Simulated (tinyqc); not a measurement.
# From lateral junction y_j(0) back to lateral straggle

Model: two-dimensional dopant profile at a mask edge: lateral junction, overlap and effective channel length. Computed by tinyqc, a small Python program. Command: `OMP_NUM_THREADS=1 python tinyqc.py 3016835 3016836 out.jsonl lateral inv`. One thread of a shared host (Intel(R) Xeon(R) Processor @ 2.30GHz), about 0.01 s of CPU time with the checks.

Ions enter for y < 0; the mask (spacer, then gate) covers y > 0. x is the depth. The surface reflects dopant during the anneal.

Inputs (values chosen for the exercise, modelled on a source-drain extension in silicon):

| quantity | value | unit |
|---|---|---|
| dose Q | 7.1e+14 | 1/cm^2 |
| projected range R_p | 15 | nm |
| vertical straggle | 4.6 | nm |
| anneal budget D t | 6.6e-13 | cm^2 |
| channel doping C_B | 5e+17 | 1/cm^3 |
| gate length L_g | 140 | nm |
| offset spacer | 9 | nm |
| oxide thickness | 3.4 | nm |

Constants: eps_0 = 8.8541878128e-12 F/m.

Method:
- Widths s_x^2 = (vertical straggle)^2 + 2 D t, s_y^2 = (lateral straggle)^2 + 2 D t. C(x, y) = V(x) (1/2) erfc(y/(sqrt2 s_y)), V(x) = Q/(sqrt(2 pi) s_x) [exp(-(x - R_p)^2/(2 s_x^2)) + exp(-(x + R_p)^2/(2 s_x^2))]; 1 nm = 1e-7 cm.
- The vertical junction far from the mask solves V(x) = C_B.
- The lateral junction at depth x solves C = C_B: y_j(x) = sqrt2 s_y erfc^-1(2 C_B/V(x)). Overlap under the gate = y_j(0) - spacer; metallurgical channel L_met = L_g - 2 overlap (tails from the two sides are not added).
- Abruptness at y_j(0) in nm per decade = ln(10) s_y sqrt(pi/2) exp(u^2) erfc(u), u = y_j/(sqrt2 s_y). Overlap capacitance per width = 3.9 eps_0 overlap/t_ox (zero if there is no overlap).

Question. A run gave the result below. Find the lateral straggle, known to lie between 4.7 and 7.3 nm.

lateral junction y_j(0) = 35.86492 nm

Answer.

Each step takes the trial c = (a f_b - b f_a)/(f_b - f_a), f being the result less the target and a, b, c the logarithms of the listed values; c replaces end b, the old b replaces a if the sign of f changed, and otherwise f_a is halved.

Scan of the range:

| lateral straggle (nm) | lateral junction y_j(0) (nm) |
|---|---|
| 4.70 | 35.2167 |
| 5.06 | 35.6159 |
| 5.44 | 36.0639 |
| 5.86 | 36.5897 |
| 6.30 | 37.1735 |
| 6.78 | 37.8471 |
| 7.30 | 38.6177 |

False position (Illinois rule, in the logarithm of the input) inside the bracket:

| step | end a | end b | trial | lateral junction y_j(0) (nm) |
|---|---|---|---|---|
| 1 | 5.06000 | 5.44000 | 5.26780 | 35.8576 |
| 2 | 5.44000 | 5.26780 | 5.27383 | 35.8647 |
| 3 | 5.44000 | 5.27383 | 5.27417 | 35.8651 |
| 4 | 5.27383 | 5.27417 | 5.27400 | 35.8649 |

Lateral junction y_j(0) rises at every point of a 13-point scan of the range (every second point is shown), so one value fits; it is bracketed by 5.06 and 5.44. Answer: lateral straggle = 5.274 nm.
